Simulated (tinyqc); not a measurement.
# Capacitance measurement on a leaky thin oxide: effects of series resistance and leakage: two studies

The device is a capacitance C in parallel with a leakage conductance G, in series with Rs and Ls. An impedance meter reports either a parallel pair (Cp, Gp) from Y = 1/Z = Gp + i w Cp or a series pair (Cs, Rm) from Z = Rm + 1/(i w Cs); w = 2 pi f, dissipation D = Gp/(w |Cp|).

Inputs (values chosen for the exercise); values of the order met in thin-oxide MOS capacitors: relative permittivity of the gate insulator (close to silicon nitride) eox = 7.43; insulator thickness tox = 3.2 nm; gate area A = 400 um^2; oxide-equivalent thickness added by the accumulation layer zc = 0.25 nm; oxide-equivalent thickness added by gate depletion zp = 0.3 nm; gate leakage current density, not matched to the thickness Jg = 0.0022 A/cm^2; voltage for an e-fold rise of the leakage Vs = 0.44 V; series resistance Rs = 16 ohm; series inductance Ls = 60 nH; measuring frequency f = 2e5 Hz.

Constants: eps0 = 8.8541878128e-14 F/cm where lengths are in cm. Results are converted to the units shown.

Each table varies one quantity; the others keep the values above.

## Readings against frequency

EOT = 3.9 tox/eox; CET = EOT + zc + zp; C = 3.9 eps0 A/CET; G = Jg A/Vs. Z = Rs + i w Ls + 1/(G + i w C); CET read from Cp = 3.9 eps0 A/Cp; errors under 0.001 % are printed as 0.

The same in every row: C (pF) = 6.195.

Readings against frequency:
```
f (Hz)  Cp (pF)  Cs (pF)         D  error of Cp (%)  error of Cs (%)  CET read from Cp (nm)
1000      6.195    7.830    0.5138                0             26.4                  2.230
3000      6.195    6.377    0.1713                0             2.93                  2.230
10000     6.195    6.211   0.05139                0            0.264                  2.230
30000     6.195    6.197   0.01715                0           0.0293                  2.230
1e5       6.195    6.195  0.005201                0          2.65e-3                  2.230
3e5       6.195    6.195  0.001900                0                0                  2.230
1e6       6.195    6.195  0.001137          1.36e-3          1.49e-3                  2.230
3e6       6.196    6.196  0.002040           0.0128           0.0132                  2.229
1e7       6.204    6.204  0.006288            0.143            0.147                  2.226
3e7       6.276    6.278   0.01895             1.30             1.34                  2.201
```

D goes from 0.514 through a minimum of 0.00114 (at f = 1e6 Hz among the rows listed) to 0.0190; without inductance its minimum lies at f = sqrt(G (1 + G Rs)/Rs)/(2 pi C) = 9.08e5 Hz. The error of Cp goes from 0 to 1.30 % and that of Cs from 26.4 to 1.34 %; at low frequency Cp tends to C/(1 + G Rs)^2 and Cs grows as 1 + (G/(w C))^2. One of the two readings is within 2 % of C for f = 1000, 3000, 10000, 30000, 1e5, 3e5, 1e6, 3e6, 1e7, 3e7 Hz. At the highest frequencies Ls raises both readings, by about w^2 Ls C in relative terms.

## Effect of the gate leakage current density, not matched to the thickness

Same model as above.

The same in every row: C (pF) = 6.1949.

Effect of the gate leakage current density, not matched to the thickness:
```
Jg (A/cm^2)  Cp (pF)   Cs (pF)          D  error of Cp (%)  error of Cs (%)  CET read from Cp (nm)
1e-5          6.1949    6.1949  1.3623e-4                0                0                 2.2297
0.0001        6.1949    6.1949  2.4133e-4                0                0                 2.2297
0.001         6.1949    6.1949  0.0012923                0                0                 2.2297
0.02          6.1948    6.1982   0.023481                0           0.0546                 2.2297
0.2           6.1945    6.5328    0.23369         -5.76e-3             5.46                 2.2298
2             6.1912    39.988     2.3364          -0.0584              545                 2.2310
30            6.1367    7615.1     35.212           -0.938           1.23e5                 2.2508
300           5.2779  8.1937e5     394.01            -14.8           1.32e7                 2.6170
```

As Jg goes from 1e-5 to 300, the error of Cp goes from 0 to -14.8 %, that of Cs from 0 to 1.32e7 %, and D rises from 1.36e-4 to 394. The CET read from Cp goes from 2.23 to 2.62 nm against the true 2.23 nm. For Jg = 2, 30, 300 D exceeds 1, where the accuracy of real meters degrades in proportion to sqrt(1 + D^2).

Numbers from tinyqc (`OMP_NUM_THREADS=1 python tinyqc.py 2022142 2022143 out.jsonl`; about 0.01 s on one thread of a shared Intel Xeon 2.30GHz).
